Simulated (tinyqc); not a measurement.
Inside a calculation: coherent potential approximation for a binary alloy with a semi-elliptic band. Values are carried at full precision from step to step, so a last printed digit may differ when a step is redone from the rounded ones.

Site levels eA = -x d (share 1 - x) and eB = (1 - x) d (share x), so that their mean, the virtual crystal, is 0. Pure band: G0(z) = 2 (z - sqrt(z - W) sqrt(z + W))/W^2 with principal roots, density -Im G/pi per site. The medium has a self-energy S(z), G = G0(z - S), z = E + i eta. t_i = (e_i - S)/(1 - (e_i - S) G); the CPA demands <t> = (1 - x) tA + x tB = 0. Iteration: start at S = 0, set S(new) = S + <t>/(1 + <t> G), stop when |<t>| < 1e-9 eV.

Constants: hbar = 6.58211957e-16 eV s.

Inputs chosen for the exercise: W = 2.2 eV (half width of the pure band); x = 0.17 (fraction of B); d = 1.67 eV (eB - eA); eta = 0.044 eV (broadening); E = -0.11 eV (energy).

## First step: the average t-matrix

With S = 0 form G, tA, tB, <t> and the new S.

eA, eB (eV): -0.2839  1.3861

G = -0.04454-0.88995i 1/eV

tA, tB (eV): -0.2699-0.0691i  0.5556-0.6455i

<t> = -0.1295-0.1670i eV
S after one step = -0.1754-0.1698i eV

## The self-consistent medium

Iterate.

Iterations:
```
i,S (eV),G (1/eV),|<t>| (eV)
0,0.00000,-0.04454-0.88995i,0.211
1,-0.17545-0.16978i,0.02443-0.82464i,0.0175
2,-0.18599-0.15604i,0.02855-0.82964i,0.00117
3,-0.18497-0.15546i,0.02818-0.82988i,7.90e-05
4,-0.18494-0.15554i,0.02817-0.82985i,5.33e-06
5,-0.18494-0.15554i,0.02817-0.82985i,3.60e-07
6,-0.18494-0.15554i,0.02817-0.82985i,2.43e-08
7,-0.18494-0.15554i,0.02817-0.82985i,1.64e-09
8,-0.18494-0.15554i,0.02817-0.82985i,1.11e-10
```

S = -0.18494-0.15554i eV
G = 0.02817-0.82985i 1/eV

Converged at i = 8. The first step gave -0.1754-0.1698i eV.

## Densities on A and B, and the lifetime

G_i = G/(1 - (e_i - S) G); densities -Im G_i/pi; their weighted sum must be -Im G/pi. Lifetime hbar/(2 |Im S|), which has a meaning only while |Im S| is small against W. Weak-scattering value of S: x (1 - x) d^2 G.

densities (1/eV): on A 0.2984, on B 0.0970, weighted sum 0.2641, medium 0.2641

lifetime = 2.12 fs
weak-scattering S = 0.0111-0.3266i eV

An A site carries the larger density here, by a factor 3.08; the weak-scattering value is 108 % from S.

## Checks

- Weighted sum of the partial densities against the density of the medium: both 0.26415.

Program tinyqc; command `OMP_NUM_THREADS=1 python tinyqc.py 1481117 1481118 out.jsonl`; about 0.01 s on one thread of a shared Intel(R) Xeon(R) Processor @ 2.30GHz.
